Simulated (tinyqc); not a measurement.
# Worked calculation: minority carriers and saturation current of a heavily doped emitter

Computed by the program tinyqc: `OMP_NUM_THREADS=1 python tinyqc.py 2330034 2330035 out.jsonl`, one thread of a shared Intel Xeon 2.30GHz, about 0.01 s for the whole run. Printed values are rounded.

n-type, parabolic bands, full ionisation. eta = (EF - Ec)/kB T solves N = Nc F12(eta), F12(x) = (2/sqrt(pi)) int_0^infinity sqrt(u)/(1 + exp(u - x)) du. The gap shrinks rigidly by dEg = E1 [ln(N/N0) + sqrt(ln^2(N/N0) + 0.5)], an empirical law that is here taken as the true narrowing.

Inputs (values chosen for the exercise); band and dielectric values close to those of silicon:

| symbol | value | unit | meaning |
|---|---|---|---|
| T | 250 | K | temperature |
| Eg | 1.11 | eV | band gap |
| Nc | 2.15e19 | cm^-3 | conduction-band density of states at 250 K |
| Nv | 2.05e19 | cm^-3 | valence-band density of states at 250 K |
| N | 4.1e19 | cm^-3 | ionised donor density |
| E1 | 6.9 | meV | energy of the narrowing law |
| N0 | 7.8e16 | cm^-3 | density of the narrowing law |
| mup | 250 | cm^2/(V s) | minority-hole mobility |
| Cn | 3.3e-31 | cm^6/s | Auger coefficient |
| ts | 1.8 | us | defect lifetime |
| W | 630 | nm | emitter width |
| S | 6600 | cm/s | recombination velocity at the contact |

Constants: q = 1.602176634e-19 C, kB = 1.380649e-23 J/K, Vt = kB T/q. Results are converted to the units shown.

Range of the model: Band tails, non-parabolic bands and incomplete ionisation are left out.

## Iteration 1: Fermi level

eta at the start (Boltzmann value) = 0.6455

Newton step on ln F12(eta) = ln(N/Nc): eta(new) = eta - ln(Nc F12/N) F12/Fm, Fm(x) = dF12/dx = (1/sqrt(pi)) int_0^infinity u^(-1/2)/(1 + exp(u - x)) du.

F12 = 1.239409
Fm = 0.8704958
eta after iteration 1 = 1.258992

## Course of the iteration

Stop when eta changes by less than 1e-9.

Course of the iteration:
```
iteration       eta   change
1          1.258992    0.613
2          1.302494   0.0435
3          1.302709  2.15e-4
4          1.302709  5.25e-9
5          1.302709  < 1e-13
```

Converged in 5 iterations.

## Effective intrinsic density

converged eta = 1.302709

ni = sqrt(Nc Nv) exp(-Eg/(2 Vt)), Eg in volts; degeneracy factor g = F12(eta) exp(-eta); nie^2 = ni^2 exp(dEg/kB T) g, p0 = nie^2/N; apparent narrowing dEg + kB T ln g.

ni = 1.360782e8 cm^-3
dEg = 86.72622 meV
g = 0.5183058
apparent narrowing = 72.56816 meV
nie = 7.332355e8 cm^-3
p0 = 0.01311303 cm^-3

Narrowing multiplies p0 by 56.0 and degeneracy by 0.518.

## Saturation current

1/tau = Cn N^2 + 1/ts, D = mup Vt, L = sqrt(D tau); J0 = (q p0 D/L)(s + tanh(W/L))/(1 + s tanh(W/L)), s = S L/D; the share recombining inside is 1 - 1/[cosh(W/L)(1 + tanh(W/L)/s)].

tau = 1.800875 ns
L = 984.8459 nm
s = 0.1206867
J0 = 0.07372175 fA/cm^2
share recombining inside = 85.46743 %

Most holes recombine inside, since the contact is well passivated.
